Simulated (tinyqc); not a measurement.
A coarse mesh hides or distorts the instability: Peierls distortion of a half-filled chain.

Atoms move by +/- u, so bonds change by -/+ 2u and hoppings are t +/- 2 al u. Bands E = -/+ sqrt((2 t cos x)^2 + D^2 sin^2 x) with D = 4 al u, x = k a in (0, pi/2); the gap is 2D. Energy per atom at zero temperature: E(u) = -mean_x sqrt(...) + 2 K u^2; exactly, the mean is (4t/pi) E(1 - z^2), z = D/2t, E the complete elliptic integral of the second kind with parameter m. Coupling lambda = 2 al^2/(pi t K).

Parameters, chosen for this exercise:
```
symbol  value  unit           meaning
t       2.35   eV             hopping of the even chain
al      5.5    eV/angstrom    change of hopping with bond length
K       37.1   eV/angstrom^2  spring constant of a bond
```

u0 from the gap equation K = 4 al^2 mean(sin^2 x/|E|) on the mesh x_j = (j + 1/2) pi/(2N); 0 where it has no root.

Results:
```
N     u0 (angstrom)  gap (eV)  smallest |E| at u = 0 (eV)
1            0.0000     0.000                       3.323
2            0.0000     0.000                       1.799
3            0.0103     0.454                       1.216
4            0.0276     1.216                       0.917
6            0.0328     1.443                       0.613
8            0.0337     1.481                       0.461
12           0.0339     1.491                       0.307
20           0.0339     1.492                       0.185
40           0.0339     1.492                       0.092
4000         0.0339     1.492                       0.001
```

How do the results move, and what explains it?

For N = 1 and 2 no distortion is found: the mesh leaves its own gap at u = 0, which cuts off the logarithm. u0 is within 1 % of the last row from N = 8 on; the mesh must resolve D = 0.746 eV, and the coherence length xi/a = 2t/D is 6.3.

Program tinyqc; command `OMP_NUM_THREADS=1 python tinyqc.py 1651985 1651986 out.jsonl`; about 0.07 s on one thread of a shared Intel(R) Xeon(R) Processor @ 2.30GHz.
